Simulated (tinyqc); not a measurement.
Temperature and isotope dependence of a band gap in oscillator models: sweeps and comparisons. A value that a table varies takes the place of the one given here.

E(T) = E0 - sum_i sl_i th_i n_i(T), n = 1/(exp(th/T) - 1). The same coupling lowers the gap at 0 K by the zero-point term ZP = sum_i sl_i th_i/2, so the gap of the static lattice is E0 + ZP. Thermal expansion is taken as part of the slopes.

Two-parameter forms are made to pass through the falls at the two temperatures T12: Varshni aV T^2/(T + bV), from the line T^2/fall = (T + bV)/aV; one oscillator s1 t1/(exp(t1/T) - 1), with t1 from the ratio of the falls.

Constants: kB = 8.617333262e-05 eV/K; hbar^2/2m0 = 3.80998211 eV angstrom^2.

Parameters, chosen for this exercise (near those of diamond; shifted at random, so the results belong to these values and not to a real crystal): E0 = 5.43 eV (gap at 0 K); th = (394, 1665) K (temperatures of two oscillators); sl = (0.1525, 0.4575) meV/K (their high-temperature slopes); T12 = (760, 1500) K (temperatures of the fits); mm = 1.16 m0 (geometric mean of the density-of-states masses); T = 150 K (temperature).

## How far the fits carry

Falls of the gap from E0, and errors of the two fits against the model.

Results:
```
T (K)  fall (meV)  Varshni - model (meV)  one oscillator - model (meV)  fall/ZP
20           0.00                   0.17                          0.00    0.000
50           0.02                   1.03                         -0.02    0.000
100          1.19                   2.92                         -1.19    0.003
200          9.92                   5.83                         -8.05    0.024
300         25.07                   8.94                        -11.41    0.061
400         47.86                  10.28                        -10.01    0.116
600        115.37                   6.09                         -3.75    0.281
800        203.01                  -1.47                          0.66    0.494
```

Below the first fit point the largest errors are +10.28 meV (Varshni, 400 K, on a fall of 47.86 meV) and -11.41 meV (one oscillator, 300 K); a T^2 law cannot freeze out; a single oscillator misses the soft modes. No row lies well beyond the second fit point, so the table does not test extrapolation to high T. The thermal fall stays below ZP up to 800 K.

## What the shift does to the intrinsic density

ni = 2 (mm kT/(4 pi c))^(3/2) exp(-E/2kT), c = hbar^2/2m0, with E(T) and with E0; 1 angstrom^-3 = 1e24 cm^-3. Apparent gap from an Arrhenius plot of ni/T^(3/2): E(T) - T dE/dT, dE/dT = -sum sl_i (th_i/T)^2 n_i (1 + n_i).

Results:
```
T (K)  E(T) (eV)  ni (cm^-3)  ni with E(T) / ni with E0  apparent gap (eV)
200       5.4201    8.75e-50                      1.334             5.4439
250       5.4134    6.50e-36                      1.471             5.4510
300       5.4049    1.25e-26                      1.624             5.4612
350       5.3945    5.72e-20                      1.800             5.4743
400       5.3821    5.99e-15                      2.002             5.4894
500       5.3516    7.21e-08                      2.484             5.5217
700       5.2727        11.7                      3.684             5.5806
```

Using E0 in place of E(T) understates ni by a factor that rises from 1.33 to 3.68, towards exp(sum sl/2kB) = 34.4. The slope of an Arrhenius plot returns neither E(T) nor E0 but the intercept of the tangent, 5.4612 eV at 300 K, which lies 31 meV above E0 and tends to the static gap 5.8409 eV.

## What each parameter does

Gap at T, slope -sum sl_i (th_i/T)^2 n_i (1 + n_i) and ZP. Each row changes one parameter from the base and keeps the others.

Results:
```
case                         E(T) (eV)  dE/dT (meV/K)  ZP (meV)
base                            5.4253        -0.0893    410.91
T = 190 K                       5.4212        -0.1134    410.91
E0 = 5.44 eV                    5.4353        -0.0893    410.91
th = (394, 1998) K              5.4253        -0.0886    487.08
sl = (0.1982, 0.4575) meV/K     5.4239        -0.1158    419.91
```

The largest shifts from the base row, up to three for each result and ties (the steps differ in size, so this ranks the rows, not the parameters). E(T) (eV): E0 +0.0100, T -0.0041, sl -0.0014; unchanged at the printed digits by th. dE/dT (meV/K): sl -0.0265, T -0.0241, th +0.0007; unchanged at the printed digits by E0. ZP (meV): th +76.17, sl +9.00; unchanged at the printed digits by T and E0.

Program tinyqc; command `OMP_NUM_THREADS=1 python tinyqc.py 1850454 1850455 out.jsonl`; about 0.01 s on one thread of a shared Intel(R) Xeon(R) Processor @ 2.30GHz.
